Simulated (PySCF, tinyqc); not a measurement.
Inside a calculation. Method: G0W0 on RHF in the sto-3g basis, for H3-, spin multiplicity 1. The basis has no diffuse functions, so it cannot describe the extra electron: this is an exercise in the method, not the real anion. The lowest restricted solution is unstable here: a spin-polarised one lies 0.1506 hartree lower (PySCF). One step of it, computed by the program tinyqc.

Question. G0W0 on Hartree-Fock: HOMO. W(p,q,m) = sqrt2 sum_ia (pq|ia) (X+Y)_ia,m; Sigma_c(x) = sum_(i,m) W^2/(x - e_i + w_m) + sum_(a,m) W^2/(x - e_a - w_m); solve x = e_p + Sigma_c(x) by Newton steps; Z = 1/(1 - dSigma/dx); 1 hartree = 27.211386 eV.

orbital energies (hartree): MO1 -0.089678, MO2 0.467507, MO3 0.754002

Two-electron integrals over orbitals (pq|rs), unique and non-zero (hartree):
```
(11|11) 0.554295    (21|11) -0.000058   (21|21) 0.117369    (22|11) 0.503125
(22|21) 0.000134    (22|22) 0.623370    (31|11) 0.042301    (31|21) 0.000025
(31|22) -0.108559   (31|31) 0.164191    (32|11) 0.000037    (32|21) -0.107938
(32|22) -0.000089   (32|31) -0.000087   (32|32) 0.109766    (33|11) 0.550083
(33|21) -0.000099   (33|22) 0.490759    (33|31) 0.067672    (33|32) 0.000069
(33|33) 0.576290
```

excitation energies w (hartree): 0.455927  1.125120

X + Y:
```
            1          2
1>3  0.000220   0.865943
2>3  0.792704  -0.000082
```

Give: The 12 largest terms at x = e_p; Newton steps; quasiparticle energy of the HOMO; Hartree-Fock value.

Answer.

The 12 largest terms at x = e_p (hartree; W for the signs of X + Y given):
```
q  m          W       term
3  1     0.1231    -0.0204
2  2    -0.1329     0.0157
1  1    -0.1210     0.0145
2  1  -1.34e-04   3.92e-08
3  2  -1.19e-04  -1.01e-08
1  2   4.37e-05   1.13e-09
```

Newton steps (hartree):
```
step       x  Sigma_c(x)       Z
0     0.4675      0.0098  0.9472
1     0.4768      0.0092  0.9470
2     0.4768      0.0092  0.9470
```

quasiparticle energy of the HOMO = 12.9732 eV

Hartree-Fock value = 12.7215 eV
